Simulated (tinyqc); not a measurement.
Weak-field and exact binding: hydrogenic impurity: series, fields, screening, photoionisation and donor-acceptor pairs. Computed by tinyqc, a small Python program. Command: `OMP_NUM_THREADS=1 python tinyqc.py 3003578 3003579 out.jsonl hydrogenic walk`. One thread of a shared host (Intel(R) Xeon(R) Processor @ 2.30GHz), about 0.01 s of CPU time with the checks.

One isotropic, parabolic band. Effective units: Ry* and a*, in which H = -nabla^2 - 2/r.

Inputs (values chosen for the exercise, modelled on InAs): electron mass m = 0.0268 m_0; dielectric constant eps = 14.8; magnetic field B = 0.39 T.

Parts treated: magnetic field and photoionisation.

Constants: Ry = 13.605693123 eV; a_0 = 0.529177210903 angstrom; h x 1 THz = 4.135667696 meV; mu_B = 5.7883818060e-05 eV/T.

Method:
- Ry* = Ry m/eps^2, a* = a_0 eps/m; level n is bound by Ry*/n^2; <r> = (3/2) a* in 1s; lines 1s -> np at Ry* (1 - 1/n^2); 1 THz = 4.135667696 meV.
- gamma = hbar omega_c/(2 Ry*) = mu_B B/(m Ry*). For m_z = 0, H = -nabla^2 - 2/r + gamma^2 rho^2/4, and the band edge moves to gamma Ry*. Basis: exp(-al rho^2 - be z^2), al_k = 0.02 x 2.4^k + gamma/4 x c with k = 0..11, be_k = 0.02 x 2.4^k and c = 0, 0.5, 1 (36 functions). With A = al_i + al_j, B = be_i + be_j (not the field) and the common factor pi^(3/2) dropped: S = 1/(A sqrt(B)), kinetic S (4 al_i al_j/A + 2 be_i be_j/B), <rho^2> = S/A, <1/r> = (2/sqrt(pi)) atanh(u)/(A u), u = sqrt(1 - B/A), which is (2/sqrt(pi))/A when A = B; overlap eigenvalues below 1e-11 are dropped. Binding = (gamma - E) Ry*; the spin term shifts level and edge alike.
- Perturbation theory: E = -1 + gamma^2/2 - (53/96) gamma^4 Ry*.

gamma = 0.506005

Ry* = 1.66468 meV

Ground level (Ry*):
```
gamma,B (T),basis,second order,fourth order,binding
0.051,0.0393,-0.99870,-0.9987,-0.9987,1.0497
0.130,0.1002,-0.99169,-0.9916,-0.9917,1.1217
0.250,0.1927,-0.97049,-0.9688,-0.9709,1.2205
0.300,0.2312,-0.95837,-0.9550,-0.9595,1.2584
0.500,0.3854,-0.89441,-0.8750,-0.9095,1.3944
0.510,0.3931,-0.89066,-0.8700,-0.9073,1.4007
0.700,0.5395,-0.81144,-0.7550,-0.8876,1.5114
1.000,0.7707,-0.66233,-0.5000,-1.0521,1.6623
2.000,1.5415,-0.04441,1.0000,-7.8333,2.0444
```

What follows from these numbers?

Second order stays within 1 % of the basis value up to gamma = 0.30 of those listed and fourth order up to 0.30; beyond, the truncated (asymptotic) series fails, while the binding keeps growing slowly, to 2.04 Ry* at gamma = 2.0.
